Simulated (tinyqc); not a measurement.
Interlayer thickness: switching kinetics of a ferroelectric film and the memory window of a ferroelectric gate stack. Computed by tinyqc, a small Python program. Command: `OMP_NUM_THREADS=1 python tinyqc.py 3015093 3015094 out.jsonl feswitch walk`. One thread of a shared host (Intel(R) Xeon(R) Processor @ 2.30GHz), about 0.02 s of CPU time with the checks.

Fields in MV/cm; 1 microcoulomb/cm^2 over eps_0 is 11.29409 MV/cm. In the stack (metal, ferroelectric, interlayer, channel) the channel is taken as a conductor.

Inputs (values chosen for the exercise, for a model hafnia-based film): saturation polarisation P_s = 30 microcoulomb/cm^2; ratio P_r/P_s = 0.93; coercive field E_c = 0.69 MV/cm; permittivity of the ferroelectric eps_F = 39; thickness t_F = 17 nm; permittivity of the interlayer eps_I = 3.9; share s of P screened by trapped charge = 0.63; pulse height V = 4.7 V; breakdown field of the interlayer = 18 MV/cm.

Method. Series stack: V = E_F t_F + E_I t_I and eps_I E_I = eps_F E_F + (1 - s) P/eps_0. E_I is for P = +P_s at the pulse height, the depolarising field for P = +P_r at V = 0; V needed puts E_F = 1.5 E_c after switching.

Stack against t_I:
```
t_I (nm)  E_F after (MV/cm)  E_I (MV/cm)  depolarising field / E_c  V needed (V)
0.3                  1.8678       50.823                    0.6499         3.034
0.5                  1.4058       46.203                    0.9847         3.884
0.8                  0.8514       40.658                    1.3864         5.159
1.2                  0.2906       35.050                    1.7928         6.859
1.6                 -0.1343       30.802                    2.1006         8.559
2.0                 -0.4673       27.472                    2.3419        10.258
3.0                 -1.0518       21.627                    2.7655        14.508
```

What does the comparison show, and why?

Each nanometre of interlayer costs 4.25 V, against 0.10 V for a nanometre of ferroelectric. The depolarising field grows from 0.65 to 2.77 E_c. At E_F = 1.5 E_c the interlayer carries (1.5 eps_F E_c + (1 - s) P_s/eps_0)/eps_I = 42.5 MV/cm whatever its thickness, above its breakdown field of 18 MV/cm, so the voltages in the last column could not be applied without breakdown. Caution: rows with E_I above the breakdown field of the interlayer cannot be reached without charge injection. Caution: where E_F after switching is below E_c the switching stalls before P_s, and where the depolarising field exceeds E_c the state switches back, so those rows describe states that are not held.
